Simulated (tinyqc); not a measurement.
Leakage against temperature: trap-assisted generation and recombination current of an abrupt junction. Computed by tinyqc, a small Python program. Command: `OMP_NUM_THREADS=1 python tinyqc.py 3027799 3027800 out.jsonl junctionleak walk`. One thread of a shared host (Intel(R) Xeon(R) Processor @ 2.30GHz), about 0.01 s of CPU time with the checks.

Depletion approximation, flat quasi-Fermi levels across the depleted layer, long neutral regions with minority lifetimes tau_n and tau_p, full ionisation and Boltzmann statistics. Voltages in exponents stand for e V.

Inputs (values chosen for the exercise, with bands and screening modelled on germanium):

| quantity | value | unit |
|---|---|---|
| gap E_g | 0.667 | eV |
| electron mass m_e | 0.22 | m_0 |
| valleys M_c | 4 | - |
| hole mass m_h | 0.336 | m_0 |
| dielectric constant eps | 16.2 | - |
| acceptor density N_A | 4.8e+16 | cm^-3 |
| donor density N_D | 1e+18 | cm^-3 |
| capture time tau_n | 1.1e-05 | s |
| capture time tau_p | 9e-06 | s |
| trap level E_t - E_i | 0.044 | eV |
| electron diffusion coefficient D_n | 12 | cm^2/s |
| hole diffusion coefficient D_p | 10 | cm^2/s |
| reverse bias V_r | 2.9 | V |
| temperature T | 300 | K |
| tunnelling mass m_t | 0.2 | m_0 |

Field enhancement: Hurkx tunnelling factor.

Constants: k_B = 8.617333262e-05 eV/K; m_0 = 9.1093837015e-31 kg; k_B = 1.380649e-23 J/K; h = 6.62607015e-34 J s; e = 1.602176634e-19 C; eps_0 = 8.8541878128e-12 F/m; hbar = 1.054571817e-34 J s.

Method:
- N_c = 2 M_c (2 pi m_e k_B T/h^2)^(3/2) and N_v = 2 (2 pi m_h k_B T/h^2)^(3/2), masses in units of m_0.
- n_i = sqrt(N_c N_v) exp(-E_g/2 k_B T); V_bi = (k_B T/e) ln(N_A N_D/n_i^2); diffusion saturation current J_d0 = e n_i^2 [sqrt(D_n/tau_n)/N_A + sqrt(D_p/tau_p)/N_D].
- W = sqrt(2 eps eps_0 (V_bi - V)(1/N_A + 1/N_D)/e), x_p = W N_D/(N_A + N_D), x_n = W - x_p, peak field F_m = 2 (V_bi - V)/W; reverse bias means V = -V_r.
- Both capture times are divided by 1 + Gamma, Gamma = 2 sqrt(3 pi) (F/F_G) exp((F/F_G)^2), F_G = sqrt(24 m_t (k_B T)^3)/(e hbar) (the low-field Hurkx form), F being the local field, linear in x from 0 at the edges to F_m.
- Potential from the p edge: phi = (V_bi - V) x^2/(x_p W) on the p side and (V_bi - V)[1 - (W - x)^2/(x_n W)] on the n side; p = N_A exp(-phi/k_B T), n = n_i^2 exp(V/k_B T)/p; U = (n p - n_i^2)/[tau_p (n + n_i exp(dE/k_B T)) + tau_n (p + n_i exp(-dE/k_B T))], dE = E_t - E_i, n1 = n_i exp(dE/k_B T), p1 = n_i exp(-dE/k_B T); J_t = e int U dx by the trapezoid rule on 400 intervals on each side.
- The gap, capture times and diffusion coefficients are held fixed. J_g = -J_t at V = -V_r. The last column is -k_B d ln(J_g + J_d0)/d(1/T) from this row and the one above.

peak field F_m = 186161 V/cm

Reverse current:

| T (K) | generation (A/cm^2) | diffusion (A/cm^2) | activation energy (eV) |
|---|---|---|---|
| 240 | 1.4207e-07 | 9.3356e-10 | - |
| 270 | 1.0244e-06 | 4.7848e-08 | 0.37499 |
| 300 | 5.1077e-06 | 1.1538e-06 | 0.41058 |
| 340 | 2.8721e-05 | 3.4952e-05 | 0.50965 |
| 380 | 1.1464e-04 | 5.3593e-04 | 0.64689 |
| 420 | 3.5742e-04 | 5.0349e-03 | 0.72716 |
| 480 | 1.4129e-03 | 7.5236e-02 | 0.76852 |

What does the comparison show, and why?

The activation energy goes from 0.375 to 0.769 eV. Generation alone gives about E_g/2 + dE if tau_p exp(dE/k_B T) exceeds tau_n exp(-dE/k_B T), else E_g/2 - dE, here 0.378 eV, plus 1.5 k_B T, less where tunnelling helps, and diffusion E_g = 0.667 eV plus 3 k_B T; diffusion takes over by 340 K. Caution: at such a field avalanche multiplication or band-to-band tunnelling, left out here, may dominate the reverse current.

Extremes, crossings and ranges named in words are read from the listed rows.
